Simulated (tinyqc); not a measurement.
From results back to parameters: valence-band offset from core levels. Five cases, with inputs chosen for the exercise.

Problem. At an interface of A and B the binding energy of the core level of B exceeds that of A by dCL. Binding energy of a core level = (EF - Ev) + CL, with one Fermi level for both sides. Find dEv = Ev(A) - Ev(B) and dEc = Eg2 - Eg1 - dEv with the corrected (second) gaps.

Case 1.

Values chosen (out of a larger set: gaps near those of GaN and AlN; not measured data): CL = (84.39, 40.63) eV (depth of a core level below the valence top in bulk A and bulk B); Eg1 = (1.96, 3.45) eV (gap of A: semi-local value, corrected value); Eg2 = (4.4, 6.05) eV (gap of B: semi-local value, corrected value).

dCL = -43.0305 eV

Case 2.

Values chosen (out of a larger set: gaps near those of GaAs and AlAs; not measured data): CL = (75.91, 86.97) eV (depth of a core level below the valence top in bulk A and bulk B); Eg1 = (0.5, 1.58) eV (gap of A: semi-local value, corrected value); Eg2 = (1.36, 2.35) eV (gap of B: semi-local value, corrected value).

dCL = 11.5026 eV

Case 3.

Values chosen (out of a larger set: gaps near those of Si and Ge; not measured data): CL = (58.41, 97.92) eV (depth of a core level below the valence top in bulk A and bulk B); Eg1 = (0.59, 1.21) eV (gap of A: semi-local value, corrected value); Eg2 = (0.1, 0.75) eV (gap of B: semi-local value, corrected value).

dCL = 38.8169 eV

Case 4.

Values chosen (out of a larger set: gaps near those of InAs and GaSb; not measured data): CL = (36.07, 88.6) eV (depth of a core level below the valence top in bulk A and bulk B); Eg1 = (0.05, 0.4) eV (gap of A: semi-local value, corrected value); Eg2 = (0.1, 0.8) eV (gap of B: semi-local value, corrected value).

dCL = 52.0250 eV

Case 5.

Values chosen (out of a larger set: gaps near those of InAs and GaSb; not measured data): CL = (25.37, 76.58) eV (depth of a core level below the valence top in bulk A and bulk B); Eg1 = (0.05, 0.42) eV (gap of A: semi-local value, corrected value); Eg2 = (0.1, 0.79) eV (gap of B: semi-local value, corrected value).

dCL = 50.5657 eV

Find: dEv; dEc.

Solution. dCL = (EF - Ev(B)) + CL_B - (EF - Ev(A)) - CL_A = dEv + CL_B - CL_A; the Fermi level drops out.

Case 1.

dEv = 0.73 eV
dEc = 1.87 eV

Case 2.

dEv = 0.44 eV
dEc = 0.33 eV

Case 3.

dEv = -0.69 eV
dEc = 0.23 eV

Case 4.

dEv = -0.51 eV
dEc = 0.91 eV

Case 5.

dEv = -0.64 eV
dEc = 1.01 eV

Computed by tinyqc, one run a case: `OMP_NUM_THREADS=1 python tinyqc.py N N+1 out.jsonl` with N = 1880528, 1880556, 1880558, 1880561, 1880569; one thread of a shared Intel(R) Xeon(R) Processor @ 2.30GHz, about 0.01 s a run at most.
